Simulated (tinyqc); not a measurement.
Three-phonon processes in a diatomic chain: dispersion, energy and momentum conservation, and decay channels of optical phonons. Changing the heavy mass M. Computed by tinyqc, a small Python program. Command: `OMP_NUM_THREADS=1 python tinyqc.py 3120714 3120715 out.jsonl threeph sweep`. One thread of a shared host (Intel(R) Xeon(R) Processor @ 2.30GHz), about 0.01 s of CPU time with the checks.

Cell length a, two atoms, one spring constant. x = q a/pi runs from -1 to 1; A and O are the acoustic and optical branches. Matrix elements are not computed: only conservation laws and occupation factors are followed.

Inputs (values chosen for the exercise, for a model chain): light mass m = 12 u; spring constant k = 9.6 eV/angstrom^2.

Constants: nu for 1 eV/(angstrom^2 u) = 15.6333042 THz.

Method. omega^2 = k (1/m + 1/M) -/+ k sqrt((1/m + 1/M)^2 - 4 sin^2(pi x/2)/(m M)); nu = 15.6333042 THz x sqrt(omega^2) for eV/(angstrom^2 u). Acoustic top sqrt(2 k/M), optical bottom sqrt(2 k/m), optical top sqrt(2 k (1/m + 1/M)).

One run for each value; columns: (1) heavy mass M (u); (2) optical top over twice the acoustic top; (3) optical bottom over twice the acoustic top; (4) optical width over acoustic top; (5) acoustic top (THz):
```
(1)      (2)     (3)      (4)     (5)
12.6  0.7159  0.5123  0.40709  19.298
15.6  0.7583  0.5701  0.37640  17.344
19.2  0.8062  0.6325  0.34754  15.633
24.0  0.8660  0.7071  0.31784  13.983
30.0  0.9354  0.7906  0.28969  12.507
34.8  0.9874  0.8515  0.27190  11.612
42.0  1.0607  0.9354  0.25049  10.570
54.0  1.1726  1.0607  0.22389   9.322
72.0  1.3229  1.2247  0.19626   8.073
```

Describe the trends.

Over the rows, optical top over twice the acoustic top rises from 0.716 to 1.32 (exponent d ln y / d ln x 0.27 between the first rows and 0.42 between the last); optical bottom over twice the acoustic top rises from 0.512 to 1.22 (exponent d ln y / d ln x about 0.50 throughout); optical width over acoustic top falls from 0.407 to 0.196 (exponent d ln y / d ln x -0.37 between the first rows and -0.46 between the last).
